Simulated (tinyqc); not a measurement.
From results back to parameters: deformation-potential model of the Delta valleys of a conduction band. Five cases, with inputs chosen for the exercise.

Problem. A uniaxial tension X1 along [100] acts on valleys along x, y, z, with shifts dE = Xd tr(e) + Xu a.e.a and Boltzmann shares. The ratio of the share of the y valleys to that of the x valleys is given.

s11 = (C11 + C12)/((C11 - C12)(C11 + 2 C12)), s12 = -C12/((C11 - C12)(C11 + 2 C12)), s44 = 1/C44; exx = s11 sxx + s12 (syy + szz) and cyclic, exy = s44 sxy/2; tension is positive. A uniaxial stress X along the unit vector n is s_ij = X n_i n_j.

Constants: kB = 8.617333262e-05 eV/K.

Find: splitting dE_x - dE_y; Xu.

Method. The splitting is kT ln(n_y/n_x), and it equals Xu (exx - eyy) = Xu (s11 - s12) X1; Xd drops out.

Case 1.

Values chosen (near those of Si; the results hold for these values, not for the real material):
- C11 = 167.4 GPa
- C12 = 63.8 GPa
- C44 = 81 GPa
- X1 = 0.8 GPa (size of the stress)
- T = 300 K (temperature)

n_y/n_x = 18.29004

Solution.

splitting dE_x - dE_y = 75.14 meV
Xu = 9.73 eV

Case 2.

Values chosen (near those of Si; the results hold for these values, not for the real material):
- C11 = 157.3 GPa
- C12 = 64.3 GPa
- C44 = 78.8 GPa
- X1 = 0.6 GPa (size of the stress)
- T = 300 K (temperature)

n_y/n_x = 9.356332

Solution.

splitting dE_x - dE_y = 57.81 meV
Xu = 8.96 eV

Case 3.

Values chosen (near those of Si; the results hold for these values, not for the real material):
- C11 = 166.8 GPa
- C12 = 63.3 GPa
- C44 = 78.9 GPa
- X1 = 0.8 GPa (size of the stress)
- T = 150 K (temperature)

n_y/n_x = 187.2250

Solution.

splitting dE_x - dE_y = 67.63 meV
Xu = 8.75 eV

Case 4.

Values chosen (near those of Si; the results hold for these values, not for the real material):
- C11 = 167.2 GPa
- C12 = 64.7 GPa
- C44 = 77.8 GPa
- X1 = 1 GPa (size of the stress)
- T = 300 K (temperature)

n_y/n_x = 27.58284

Solution.

splitting dE_x - dE_y = 85.76 meV
Xu = 8.79 eV

Case 5.

Values chosen (near those of Si; the results hold for these values, not for the real material):
- C11 = 158.3 GPa
- C12 = 60.1 GPa
- C44 = 78.5 GPa
- X1 = 0.8 GPa (size of the stress)
- T = 150 K (temperature)

n_y/n_x = 272.9379

Solution.

splitting dE_x - dE_y = 72.51 meV
Xu = 8.90 eV

Computed by tinyqc, one run a case: `OMP_NUM_THREADS=1 python tinyqc.py N N+1 out.jsonl` with N = 1051382, 1051534, 1080163, 1080213, 1080269; one thread of a shared Intel(R) Xeon(R) Processor @ 2.30GHz, about 0.03 s a run at most.
